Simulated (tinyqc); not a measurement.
Small-signal admittance of a forward-biased p+-n diode: two steps of the calculation.

Holes injected into a neutral base of width wb with an ohmic contact at its end; low injection, p0 far above the equilibrium density. A small voltage v exp(i w t), w = 2 pi f, modulates the edge density by p0 v/Vt, and the small-signal density obeys Dp d2p/dx2 = (1/tau + i w) p.

Parameters, values chosen for the exercise; permittivity close to that of germanium:
```
symbol,value,unit,meaning
T,350,K,temperature
eps_r,16,,relative permittivity
Nd,1.6e17,cm^-3,donor density of the base
Dp,46,cm^2/s,hole diffusion coefficient
tau,7e-9,s,hole lifetime
wb,0.57,um,width of the neutral base
p0,2.4e13,cm^-3,excess hole density at the junction edge
Na,1e19,cm^-3,acceptor density of the p+ side
f,1.8e8,Hz,signal frequency
```

Constants: q = 1.602176634e-19 C, kB = 1.380649e-23 J/K, Vt = kB T/q, eps0 = 8.8541878128e-14 F/cm where lengths are in cm. Results are converted to the units shown.

Task 1. Closed-form admittance. L = sqrt(Dp tau); direct current J = (q Dp p0/L) coth(wb/L); k = sqrt(1 + i w tau)/L; diffusion admittance Y = (q Dp p0/Vt) k coth(k wb) = G + i w C_diff; junction capacitance C_j = sqrt(q eps0 eps_r Nd/(2 Vr)) in the depletion approximation, with the remaining barrier Vr = Vt ln(Na/p0), a rough value under forward bias; base-width modulation is left out.

Find: L; J; k wb; Y; C_diff; C_j.

Result 1.

L = 5.675 um
J = 3.114 A/cm^2
k wb = 0.2128+0.1877i
Y = 103.2+2.7i S/cm^2
C_diff = 0.002419 uF/cm^2
C_j = 0.2157 uF/cm^2

G is 1.00 times its low-frequency value J/Vt, and C_diff is 0.0112 times C_j.

Task 2. The same by finite differences. 8 equal intervals, h = wb/8; u = small-signal density over its edge value, u_0 = 1, u_8 = 0; u_(i-1) + b u_i + u_(i+1) = 0 with b = -2 - h^2 (1/tau + i w)/Dp; Y = (q Dp p0/(Vt h)) (-b/2 - u_1), which includes the half box at the edge.

Wanted: b; u; Y on the mesh.

Result 2.

b = -2.0002-0.0012i
u, node 1 to 7: [0.87464-0.00273i, 0.74942-0.00436i, 0.62432-0.00506i, 0.49933-0.00498i, 0.37442-0.00428i, 0.24958-0.00311i, 0.12478-0.00163i]
Y on the mesh = 103.25+2.76i S/cm^2

tinyqc, about 0.01 s, one thread, Intel Xeon 2.30GHz (shared host): `OMP_NUM_THREADS=1 python tinyqc.py 2890118 2890119 out.jsonl`
